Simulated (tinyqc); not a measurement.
Charge needed for a dipole step.

Two sheets of opposite charge dd apart with permittivity ei give the step D = q N dd/(eps0 ei).

Values chosen for this exercise: relative permittivity inside the dipole layer ei = 5.5; thickness of the dipole layer dd = 0.15 nm.

Constants: q = 1.602176634e-19 C, eps0 = 8.8541878128e-14 F/cm where lengths are in cm. Results are converted to the units shown.

Result of one run:
```
N (cm^-2)     D (V)  field (MV/cm)  moment (debye/nm^2, 1 D = 3.33564e-30 C m)
2.7e12     0.013325        0.88831                                     0.19453
```

What becomes of these results when the charge in each sheet N is changed from 2.7e12 to 6.8e12 cm^-2, all else the same?

Result of the changed run:
```
N (cm^-2)     D (V)  field (MV/cm)  moment (debye/nm^2, 1 D = 3.33564e-30 C m)
6.8e12     0.033558         2.2372                                     0.48993
```

The whole series:
```
N (cm^-2)      D (V)  field (MV/cm)  moment (debye/nm^2, 1 D = 3.33564e-30 C m)
1e12       0.0049350        0.32900                                    0.072048
2.7e12      0.013325        0.88831                                     0.19453
6.8e12      0.033558         2.2372                                     0.48993
1.7e13      0.083896         5.5930                                      1.2248
4.5e13       0.22208         14.805                                      3.2422
1.1e14       0.54285         36.190                                      7.9253
2.9e14        1.4312         95.411                                      20.894
```

D is proportional to N, 0.1 V for 2.03e13 cm^-2. The same sheet as an uncompensated charge under 1 nm of a dielectric of permittivity 3.9 would shift the flat band by 0.940 V, and that shift would grow with thickness, which a dipole step does not. For N = 1.1e14, 2.9e14 the field exceeds 20 MV/cm; it acts over one bond length, where the sheet picture is only a bookkeeping device.

Program tinyqc, `OMP_NUM_THREADS=1 python tinyqc.py 2410117 2410118 out.jsonl`; Intel Xeon 2.30GHz, shared host, one thread, about 0.01 s.
